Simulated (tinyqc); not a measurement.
Inside a calculation: two-band massive Dirac model of the K valleys. Values are carried at full precision from step to step, so a last printed digit may differ when a step is redone from the rounded ones.

Basis (conduction, valence): H = [[D/2, a t (tau kx - i ky)], [a t (tau kx + i ky), -D/2 + lam tau sz]], valley tau = +/-1, spin sz = +/-1. The gap of a spin and valley is G = D - lam tau sz. Berry curvature Omega = curl of i<u|grad u>; for the conduction band Omega_c = -tau 2 a^2 t^2 G/(G^2 + 4 a^2 t^2 k^2)^(3/2), and Omega_v = -Omega_c.

Constants: hbar^2/2m0 = 3.80998211 eV angstrom^2.

Inputs chosen for the exercise (near those used for monolayer WSe2; not measured data): a = 3.315 angstrom (lattice constant); D = 1.66 eV (gap parameter); t = 1.27 eV (effective hopping); lam = 0.251 eV (half the valence spin splitting); tau = 1 (valley); sz = -1 (spin); k = (-0.069, 0.096) 1/angstrom (wave vector from the valley); h = 0.01 1/angstrom (side of the plaquette).

## Band edges of the four flavours

At k = 0: Ec = D/2, Ev = -D/2 + lam tau sz; mass m/m0 = c G/(a t)^2 for both bands, c = hbar^2/2m0; Omega_c(0) = -2 tau a^2 t^2/G^2.

Edges:
```
tau  sz  Ec (eV)  Ev (eV)  G (eV)  mass (m0)  Omega_c (angstrom^2)
1     1   0.8300  -0.5790  1.4090     0.3029               -17.856
1    -1   0.8300  -1.0810  1.9110     0.4108                -9.707
-1    1   0.8300  -1.0810  1.9110     0.4108                 9.707
-1   -1   0.8300  -0.5790  1.4090     0.3029                17.856
```

The top of the valence band has spin up at tau = +1 and spin down at tau = -1: spin and valley are locked, with 502 meV between the two valence bands (A and B transitions at 1.409 and 1.911 eV, without exciton binding).

## H at one k

Fill in the matrix and diagonalise: E = lam tau sz/2 -/+ sqrt(G^2/4 + a^2 t^2 k^2).

H (eV):
```
                 c                v
c           0.8300  -0.2905-0.4042i
v  -0.2905+0.4042i          -1.0810
```

levels (eV): -1.2029  0.9519

cos(theta) = G/(E+ - E-) = 0.8869

## Curvature, orbital moment and circular dichroism

Omega_c from the formula; orbital moment of both bands m = -tau (a t)^2 G/(c (G^2 + 4 a^2 t^2 k^2)) in Bohr magnetons (charge -e), c = hbar^2/2m0; interband strengths |P+/-|^2 proportional to (1 +/- tau cos(theta))^2 for P+/- = Px +/- i Py, and eta = (|P+|^2 - |P-|^2)/(|P+|^2 + |P-|^2) = 2 tau cos(theta)/(1 + cos^2(theta)).

Omega_c = -6.772 angstrom^2
orbital moment = -1.915 muB
eta = 0.9928

All three change sign with the valley. The selection rule, exact at k = 0, still holds to 99.3 % here.

## The curvature from a plaquette

Corners counter-clockwise around k, from (-h/2, -h/2); upper eigenvector u with its first component real and positive; Omega = -(sum of arg <u_j|u_(j+1)>)/h^2.

Corners:
```
j       kx      ky      u_c                u_v  arg <u_j|u_j+1> (rad)
1  -0.0740  0.0910  0.97169  -0.14905+0.18329i              -0.003723
2  -0.0640  0.0910  0.97415  -0.12996+0.18479i              -0.002610
3  -0.0640  0.1010  0.97075  -0.12850+0.20279i               0.004040
4  -0.0740  0.1010  0.96840  -0.14740+0.20119i               0.002969
```

Omega_c from the plaquette = -6.770 angstrom^2

The formula at the centre gives -6.772; the plaquette averages over its area.

## Checks

- Curvature formula against a plaquette of side 1e-4: both -6.7715.
- Eta against the matrix elements of dH/dkx +/- i dH/dky: both 0.99284.

Computed by tinyqc, a small Python program: `OMP_NUM_THREADS=1 python tinyqc.py 1450103 1450104 out.jsonl` (the numbers bound the seed that draws the inputs); one thread of a shared host (Intel(R) Xeon(R) Processor @ 2.30GHz), about 0.01 s for the whole set of steps.
